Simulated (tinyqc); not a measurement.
Worked calculation: chemically amplified photoresist: aerial image, acid generation, bake, development and line width. Computed by tinyqc, a small Python program that keeps every step. Command: `OMP_NUM_THREADS=1 python tinyqc.py 3016182 3016183 out.jsonl resist walk`. One thread of a shared host (Intel(R) Xeon(R) Processor @ 2.30GHz), about 0.03 s of CPU time with the checks. Intermediate numbers are printed to about 5 digits and carried at full precision; extremes and crossings named in words are read from the listed rows.

Lines and spaces of pitch p with a two-beam-like image; x = 0 is the middle of the bright space. The resist is positive and treated as uniform in depth.

Inputs (values chosen for the exercise, for a model resist at 13.5 nm):
```
quantity                                         value     unit
pitch p                                             33       nm
image contrast c                                  0.81        -
mean dose E                                       11.8  mJ/cm^2
Dill parameter C                                 0.025  cm^2/mJ
quencher load q, relative to the acid generator   0.16        -
acid diffusivity D                                0.15   nm^2/s
bake time t                                         45        s
amplification rate k_amp                         0.025      1/s
threshold protection m_th                         0.44        -
development selectivity n                            3        -
largest rate r_max                                 700     nm/s
smallest rate r_min                              0.063     nm/s
resist thickness d                                  24       nm
development time t_d                                30        s
photon energy                                    91.84       eV
absorption coefficient alpha                       5.5     1/um
```

## Acid image and its blur

Dose E(x) = E [1 + c cos(2 pi x/p)]; acid h = 1 - exp(-C E(x)). Bake: the acid image is blurred by a Gaussian of variance sigma^2 = 2 D t (each Fourier term k of h, taken on 64 points, is multiplied by exp(-4 pi^2 k^2 D t/p^2)). Cosine coefficients: h(x) = sum_k h_k cos(2 pi k x/p).

diffusion length sigma = sqrt(2 D t) = 3.6742 nm

h_0 to h_4 before the bake: 0.24480  0.17918  -0.01068  0.00042  -0.00001

h_0 to h_4 after the blur: 0.24480  0.14029  -0.00401  0.00005  0.00000

blur factor of the first harmonic = 0.78294

sigma/p = 0.111; the blur keeps 78 % of the modulation.

## From image to dissolution rate

The quencher then removes q, h_eff = max(h_blurred - q, 0); protection m = exp(-k_amp t h_eff). Mack rate r = r_max (a + 1)(1 - m)^n/(a + (1 - m)^n) + r_min, a = ((n + 1)/(n - 1))(1 - m_th)^n.

Across half a pitch:
```
x/p   x (nm)  dose (mJ/cm^2)  blurred acid  protection m  rate (nm/s)
0.00    0.00          21.358       0.38112        0.7798   2.7981e+01
0.05    1.65          20.890       0.37500        0.7852   2.6037e+01
0.10    3.30          19.533       0.35704        0.8012   2.0765e+01
0.15    4.95          17.418       0.32846        0.8274   1.3719e+01
0.20    6.60          14.754       0.29136        0.8626   6.9943e+00
0.25    8.25          11.800       0.24882        0.9049   2.3726e+00
0.30    9.90           8.846       0.20474        0.9509   3.8133e-01
0.35   11.55           6.182       0.16363        0.9959   6.3182e-02
0.40   13.20           4.067       0.13008        1.0000   6.3000e-02
0.45   14.85           2.710       0.10811        1.0000   6.3000e-02
0.50   16.50           2.242       0.10046        1.0000   6.3000e-02
```

The dose varies by a factor 9.53 across the pattern and the rate by 444.

## Space width and dose latitude

Edge: vertical development clears the film where r t_d >= d; the space width is twice the x where r = d/t_d. Dose sensitivity = d ln(width)/d ln E from widths at 1.005 E and E/1.005; image log-slope at the edge = |d ln E/dx|, normalised by the width (NILS); latitude for 10 % of width = 10 %/sensitivity.

space width = 18.673 nm

dose sensitivity = 0.74930

NILS = 3.3810

dose latitude = 13.346 %

At the same width a resist without blur would give a sensitivity 2/NILS = 0.592; the blur multiplies it by 1.27. Caution: lateral development, standing waves and the joint diffusion of acid and quencher are left out, so widths are indicative.

## Photon statistics at the edge

The edge lies at x = width/2. Absorbed photons per volume N = E(edge) alpha/(photon energy), 1 mJ/cm^2 = 62.41509 eV/nm^2, alpha in 1/nm; a Gaussian blur averages over a volume V = (2 sqrt(pi) sigma)^3; relative noise 1/sqrt(N V); edge noise sigma_x = (dh/d ln E) noise/|dh/dx|, with both derivatives of the blurred acid at the edge.

absorbed photons N = 0.036767 1/nm^3

photons in the blur volume = 81.242

edge noise from photons = 0.77616 nm

Caution: the noise counts photons alone (acid and quencher statistics add to it) and takes the film as thicker than the blur; a thinner film averages in two dimensions only.

## Blur against noise

For each sigma the edge is held at x = p/4; N is taken at the mean dose; edge noise = (dh/d ln E)/(sqrt(N V) |dh/dx|), both derivatives taken of the blurred acid, V = (2 sqrt(pi) sigma)^3, N = E alpha/(photon energy), 1 mJ/cm^2 = 62.41509 eV/nm^2.

Trade-off:
```
sigma/p  sigma (nm)  blur factor  photons in V  edge noise (nm)
0.02           0.66      0.99214    5.6487e-01           8.6696
0.04           1.32      0.96891    4.5190e+00           3.1122
0.07           2.31      0.90781    2.4219e+01           1.4074
0.10           3.30      0.82087    7.0609e+01           0.8924
0.14           4.62      0.67917    1.9375e+02           0.6367
0.18           5.94      0.52753    4.1179e+02           0.5553
0.22           7.26      0.38467    7.5184e+02           0.5608
0.27           8.91      0.23717    1.3898e+03           0.6678
0.33          10.89      0.11653    2.5375e+03           1.0056
```

The noise is least near sigma/p = 0.18 among these rows. More diffusion averages over more photons (noise falls as sigma^(-3/2)) until it erases the image slope (factor exp(-2 pi^2 sigma^2/p^2)); for a pure cosine the two balance at sigma/p = sqrt(3/8)/pi = 0.195. Caution: for a film thinner than the blur the noise falls as 1/sigma only, and the optimum moves to sigma/p = 1/(2 pi) = 0.159. Caution: rows with under about ten photons in V are beyond a Gaussian noise estimate.

Checks made by the program: sensitivity 2/NILS in the limit of no diffusion (relative difference 1e-06).
